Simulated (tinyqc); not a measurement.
Admittance spectroscopy of a deep trap: one step of the calculation.

Schottky contact on an n-type layer with shallow donors Nd (all ionised) and a donor-like deep trap, neutral when filled and positive when empty; depletion approximation. Traps within lam of the depletion edge stay filled. The traps at xt = W - lam, where the level crosses the Fermi level, follow a slow signal and not a fast one. w = 2 pi f.

Problem. Admittance at the signal frequency. Emission rate en = sn vth(T) Nc(T) exp(-Et/kB T) = sn g T^2 exp(-Et/kB T), g = vth Nc/(300 K)^2, as vth goes as T^0.5 and Nc as T^1.5 (degeneracy factor 1). Inflection frequency w0 = 2 en [1 + Nt xt/(Nd W)]; C = C_HF + (C_LF - C_HF)/(1 + (w/w0)^2), G/w = (C_LF - C_HF)(w/w0)/(1 + (w/w0)^2).

Values chosen for this exercise; material values close to those of silicon: conduction-band density of states at 300 K Nc = 2.76e19 cm^-3; thermal velocity at 300 K vth = 2.3e7 cm/s; shallow donor density Nd = 1.8e15 cm^-3; depth of the trap below the conduction edge Et = 0.29 eV; capture cross-section sn = 1.4e-16 cm^2; trap density Nt = 8.3e13 cm^-3; signal frequency f = 14000 Hz; temperature T = 240 K.

Constants: q = 1.602176634e-19 C, kB = 1.380649e-23 J/K. Results are converted to the units shown.

W = 859.10425 nm
xt = 594.30880 nm
C_HF = 12.058373 nF/cm^2
C_LF = 12.224455 nF/cm^2

Give: en; w0/(2 pi); C; G/w.

Solution.

en = 46261 1/s
w0/(2 pi) = 15195 Hz
C = 12.148 nF/cm^2
G/w = 0.082763 nF/cm^2

The signal lies near the inflection, where the loss is largest.

Program tinyqc, `OMP_NUM_THREADS=1 python tinyqc.py 2050044 2050045 out.jsonl`; Intel Xeon 2.30GHz, shared host, one thread, about 0.01 s.
